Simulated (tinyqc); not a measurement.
Inside a calculation. Model: rectangular fin or nanosheet with a gate all round, subbands and threshold shift from confinement.

Numbers from tinyqc (`OMP_NUM_THREADS=1 python tinyqc.py 2350016 2350017 out.jsonl`; about 0.09 s on one thread of a shared Intel Xeon 2.30GHz). Printed values are rounded.

Undoped body with a flat potential across it, hard walls, transport along x. One isotropic valley (g = 1, mx = my = mz = me). Non-parabolicity enters the subband edges through E (1 + al E) = gamma, so E = 2 gamma/(1 + sqrt(1 + 4 al gamma)); motion within a subband is taken as parabolic with the band-edge mass. Energies are counted from the bulk band edge.

Inputs (values chosen for the exercise); masses close to those of GaN:
```
symbol  value  unit                                                meaning
T         400     K                                            temperature
me        0.2    m0                                  mass at the band edge
al       0.17  1/eV                                       non-parabolicity
t         7.6    nm                                        width (along y)
dl        0.3    nm  widening of the box by penetration into the insulator
H         7.6    nm                                       height (along z)
```

Constants: q = 1.602176634e-19 C, kB = 1.380649e-23 J/K, hbar = 1.054571817e-34 J s, m0 = 9.1093837015e-31 kg, Vt = kB T/q, hbar^2/(2 m0) = 0.0380998212 eV nm^2. Results are converted to the units shown.

## Lowest subbands

gamma = C pi^2 [a^2/(my (t + dl)^2) + b^2/(mz (H + dl)^2)], C = hbar^2/(2 m0). List the 6 lowest, labelled by quantum numbers, with degeneracy g and N_k: N_k = g sqrt(2 mx m0 kB T/(pi hbar^2)).

| subband | E_k (eV) | g | N_k (cm^-1) |
|---|---|---|---|
| 1,1 | 0.05964677 | 1 | 2.399910e6 |
| 1,2 | 0.1469576 | 1 | 2.399910e6 |
| 2,1 | 0.1469576 | 1 | 2.399910e6 |
| 2,2 | 0.2318668 | 1 | 2.399910e6 |
| 1,3 | 0.2872325 | 1 | 2.399910e6 |
| 3,1 | 0.2872325 | 1 | 2.399910e6 |

## Threshold shift

Each subband has N_k = g sqrt(2 mx m0 kB T/(pi hbar^2)); without degeneracy n = exp(EF/Vt) sum N_k exp(-E_k/Vt). Classical value Nc times t H, Nc = sum over valleys of 2 g (m m0 kB T/(2 pi hbar^2))^1.5 with m = (mx my mz)^(1/3). Threshold shift dVT = Vt ln(classical value/sum N_k exp(-E_k/Vt)). Use the subbands listed.

| subband | shares (%) |
|---|---|
| 1,1 | 85.59317 |
| 1,2 | 6.79785 |
| 2,1 | 6.79785 |
| 2,2 | 0.57885 |
| 1,3 | 0.11614 |
| 3,1 | 0.11614 |

sum N_k exp(-E_k/Vt) = 4.968664e5 cm^-1
Nc = 3.455613e18 cm^-3
classical value = 1.995962e6 cm^-1
dVT = 47.93168 mV

With all subbands dVT = 47.92 mV. The lowest edge lies at 59.6 meV; dVT is smaller than that, since sum N_k exp(-(E_k - E_1)/Vt) exceeds the classical value.
